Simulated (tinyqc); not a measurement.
Deal-Grove kinetics of thermal oxidation of silicon. From one set of inputs to another, one input at a time. Computed by tinyqc, a small Python program. Command: `OMP_NUM_THREADS=1 python tinyqc.py 3021196 3021197 out.jsonl oxide ladder`. One thread of a shared host (Intel(R) Xeon(R) Processor @ 2.30GHz), about 0.4 s of CPU time with the checks.

Oxidant diffuses through the oxide and reacts at the interface, so that dx/dt = B/(A + 2x) for the oxide thickness x.

The inputs printed are set A. Inputs not listed in the table keep their values of set A, so the rows need not describe a real material.

Inputs (values chosen for the exercise, close to those used for silicon): prefactor B0 = 736 um^2/h; activation energy E_B = 1.23 eV; prefactor (B/A)0 = 4.27e+06 um/h; activation energy E_A = 2 eV; temperature T = 950 C; oxidant pressure p = 1 atm; pressure exponent m of B/A = 0.78; initial oxide x_i = 0.005 um; time t = 1.5 h; ratio c of the extra rate to B/A = 3.9; decay length L = 0.0067 um.

Ambient: dry oxygen. Surface: (100). Extension: thin-film term.

Constants: k_B = 8.617333262e-05 eV/K.

Method:
- B = B0 p exp(-E_B/(k_B T)), B/A = (B/A)0 p^m exp(-E_A/(k_B T)), p in atm; A = B/(B/A).
- Temperatures in kelvin are T(C) + 273.15.
- tau = (x_i^2 + A x_i)/B and x = (A/2) [sqrt(1 + 4 B (t + tau)/A^2) - 1], the root of x^2 + A x = B (t + tau).
- Silicon consumed is 0.44 times the oxide grown; the rate is B/(A + 2x).
- Thin-film (Massoud) form: dx/dt = B/(A + 2x) + c (B/A) exp(-x/L), integrated from x_i by fourth-order Runge-Kutta in 2000 steps, the i-th of length (2 i - 1) t/2000^2.

Each row keeps all changes above it:
```
input moved                                                from         to  final growth rate (um/h)  tau (h)  thickness with the thin-film term (um)
set A                                                         -          -                  0.019080    0.208                                0.042982
prefactor (B/A)0 (um/h)                                 4270000    3260000                  0.015859    0.271                                0.036973
oxidant pressure p (atm)                                      1       0.25                  0.005713    0.803                                0.019648
prefactor B0 (um^2/h) and activation energy E_B (eV)  736, 1.23  811, 1.21                  0.005855    0.799                                0.019817
time t (h)                                                  1.5        1.7                  0.005817    0.799                                0.021179
temperature T (C)                                           950        825                  0.000721    6.868                                0.008055
initial oxide x_i (um)                                    0.005       0.01                  0.000712   13.824                                0.012142
```

Where does the difference come from?

Final growth rate goes from 0.0191 to 7.12e-4, a factor 0.0373 in all. The largest single move comes from temperature T (a factor 0.124). tau goes from 0.208 to 13.8, a factor 66.5 in all. The largest single move comes from temperature T (a factor 8.60). Thickness with the thin-film term goes from 0.0430 to 0.0121, a factor 0.282 in all. The largest single move comes from temperature T (a factor 0.380), and initial oxide x_i works against it (a factor 1.51). The single moves hold for this order of the switches; the total does not depend on the order.

Extremes, crossings and ranges named in words are read from the listed rows.
